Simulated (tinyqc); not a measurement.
Energy and delay of logic against supply voltage: optimum supplies against the slope factor.

One expression serves below and above threshold: I(Vg) = Ik [ln(1 + exp((Vg - VT + dd V)/(al nf Vt)))]^al, with I_on = I(V) and I_off = I(0). Gate delay td = kd C V/I_on, clock period LD td. Per gate and cycle the switching energy is act C V^2 and the leakage energy I_off V LD td. No short-circuit current, no variation. Minima are sought above 0.09 V; below a few Vt gates no longer switch and the model has no meaning.

V_min minimises the energy and V_EDP the product of energy and td.

Inputs (values chosen for the exercise); values of the order met in logic technologies: temperature T = 300 K; threshold voltage at zero drain bias VT = 0.32 V; barrier lowering per volt of supply dd = 0.07; specific current of a gate Ik = 1.1 uA; exponent of the current law al = 1.63; load capacitance of a gate C = 0.3 fF; delay factor kd = 1.1; logic depth LD = 12; activity factor act = 0.2.

Constants: q = 1.602176634e-19 C, kB = 1.380649e-23 J/K, Vt = kB T/q. Results are converted to the units shown.

Optimum supplies against the slope factor:
```
nf,V_min (V),energy at V_min (aJ),leakage share (%),clock at V_min (MHz),V_EDP (V),clock at V_EDP (GHz)
1,0.1124,1.409,46.21,1.083,0.6548,15.33
1.1,0.1236,1.711,46.46,3.004,0.6547,13.12
1.2,0.1346,2.045,46.84,6.926,0.6546,11.38
1.3,0.1456,2.416,47.38,13.83,0.6544,9.986
1.4,0.1564,2.827,48.10,24.65,0.6542,8.846
```

Read the table: what changes, and by how much?

As nf goes from 1 to 1.4, V_min rises from 0.112 to 0.156 V, the energy there rises from 1.41 to 2.83 aJ, the clock there rises from 1.08 to 24.6 MHz and V_EDP stays near 0.655 V.

Computed by the program tinyqc: `OMP_NUM_THREADS=1 python tinyqc.py 2082025 2082026 out.jsonl`, one thread of a shared Intel Xeon 2.30GHz, about 0.01 s for the whole run.
